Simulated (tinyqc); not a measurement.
Worked calculation: tight binding, dimerised chain. Computed by tinyqc, a small Python program that keeps every step. Settings: t1 = 2.12, t2 = 1.47, delta = 0.36, points = 12, cells = 3. Command: `OMP_NUM_THREADS=1 python tinyqc.py 26644 26645 out.jsonl` (the two numbers bound the seeds that draw the settings). One thread of a shared host (Intel(R) Xeon(R) Processor @ 2.60GHz), about 0.01 s of CPU time with the checks.

## Bloch Hamiltonian at k

Parameters chosen for this model:
```
parameter     value                      unit
t1         2.120000       eV, inside the cell
t2         1.470000         eV, between cells
delta      0.360000  eV, +/- on the two sites
```

k point k (2 pi / a): 0.230000

H_AA = +delta, H_BB = -delta, H_AB = -t1 - t2 exp(-i k a).

H(k) at k (eV):
```
                     A                    B
A             0.360000  -2.304240+1.458409i
B  -2.304240-1.458409i            -0.360000
```

## Levels at k

Diagonalise the Hermitian matrix.

eigenvalues (eV): -2.750650  2.750650

weights |c|^2 of the basis functions:
```
     band 1    band 2
A  0.434561  0.565439
B  0.565439  0.434561
```

## Bloch Hamiltonian at X

k point X (2 pi / a): 0.500000

As before.

H(k) at X (eV):
```
           A          B
A   0.360000  -0.650000
B  -0.650000  -0.360000
```

## Levels at X

As before.

eigenvalues (eV): -0.743034  0.743034

weights |c|^2 of the basis functions:
```
     band 1    band 2
A  0.257750  0.742250
B  0.742250  0.257750
```

## Bands along a path

The same steps at evenly spaced points between the labelled ones.

Bands along the path (eV):
```
k            band 1    band 2
G         -3.608005  3.608005
G-X 0.20  -3.439090  3.439090
G-X 0.40  -2.951430  2.951430
G-X 0.60  -2.204282  2.204282
G-X 0.80  -1.320022  1.320022
X         -0.743034  0.743034
```

With 1 band(s) filled, the highest filled level on these points lies at X and the lowest empty one at X: a gap of 1.4861 eV, direct.

## Berry (Zak) phase of the lower band

On 12 points k_j = j/N: phase = -Im ln of the product of <u_j|u_(j+1)>, closed with u_N = u_0 (the cell-periodic part is taken without the site positions). Single arguments depend on the phases chosen for the u_j; only their sum modulo 2 pi does not.

Overlaps:
```
j   |<u_j|u_j+1>|  argument (rad)
0        0.994374       -0.095799
1        0.994741       -0.091810
2        0.995638       -0.081584
3        0.997399       -0.057317
4        0.998058        0.010741
5        0.942646        0.209522
6        0.942646        0.209522
7        0.998058        0.010741
8        0.997399       -0.057317
9        0.995638       -0.081584
10       0.994741       -0.091810
11       0.994374       -0.095799
```

phase / pi, folded into (-1, 1] = 0.067638

## Open chain of 3 cells

H of the open chain (eV):
```
           1          2          3          4          5          6
1   0.360000  -2.120000   0.000000   0.000000   0.000000   0.000000
2  -2.120000  -0.360000  -1.470000   0.000000   0.000000   0.000000
3   0.000000  -1.470000   0.360000  -2.120000   0.000000   0.000000
4   0.000000   0.000000  -2.120000  -0.360000  -1.470000   0.000000
5   0.000000   0.000000   0.000000  -1.470000   0.360000  -2.120000
6   0.000000   0.000000   0.000000   0.000000  -2.120000  -0.360000
```

The same hoppings without the wrap-around bond.

levels (eV): -3.284395  -2.401149  -1.281028  1.281028  2.401149  3.284395

weights of the highest filled level on the sites: 0.159596  0.095627  0.146221  0.260528  0.053671  0.284357

The bulk gap runs from -0.7430 to 0.7430 eV; no level of this chain lies inside it.
